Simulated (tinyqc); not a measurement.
# Power transistor in saturation, electro-thermal loop, step by step

Program tinyqc, `OMP_NUM_THREADS=1 python tinyqc.py 2520139 2520140 out.jsonl`; Intel Xeon 2.30GHz, shared host, one thread, about 0.01 s. Printed values are rounded.

One temperature T for the device, T = T0 + Rth P(T), with P(T) = V I0 (T/300 K)^(-al) [1 + kv (T - 300 K)/Vov]^2. The loop gain is Rth dP/dT; a solution is thermally stable when it is below one.

Parameters, values chosen for the exercise:

| symbol | value | unit | meaning |
|---|---|---|---|
| T0 | 340 | K | ambient temperature |
| V | 24 | V | drain voltage |
| I0 | 0.25 | A | saturation current at 300 K |
| al | 1.5 |  | exponent of the mobility |
| Vov | 1.3 | V | overdrive at 300 K |
| kv | 1.5 | mV/K | fall of the threshold with temperature |
| Rth | 35 | K/W | thermal resistance |

## Iteration 1: temperature by substitution

T at the start = 340 K

P(T) = V I0 (T/300 K)^(-al) [1 + kv (T - 300 K)/Vov]^2; T(new) = T0 + Rth P(T).

P = 5.44259 W
T after iteration 1 = 530.491 K

## Iteration 2: temperature by substitution

As before.

P = 4.08931 W
T after iteration 2 = 483.126 K

## Course of the iteration: temperature by substitution

Stop when T changes by less than 1e-6 K, or after 200 iterations.

Course of the iteration:
```
iteration	T (K)	|change| (K)
1	530.491	190
2	483.126	47.4
3	490.770	7.64
4	489.413	1.36
5	489.650	0.237
6	489.609	0.0415
7	489.616	7.26e-3
8	489.615	1.27e-3
9	489.615	2.23e-4
10	489.615	3.90e-5
11	489.615	6.83e-6
12	489.615	1.19e-6
13	489.615	2.09e-7
```

Converged in 13 iterations. At the end each change is about 0.18 times the one before, with alternating sign: linear convergence.

## Loop gain and effective thermal resistance

converged T = 489.615 K

P(T) = V I0 (T/300 K)^(-al) [1 + kv (T - 300 K)/Vov]^2; P'(T) = P [-al/T + 2 kv/(Vov + kv (T - 300 K))]; G = Rth P'. A small change of T0 changes T by 1/(1 - G) times as much.

P = 4.27471 W
G = -0.175079
dT/dT0 = 0.851007

The feedback is negative: heating lowers the power, and the device steadies itself.
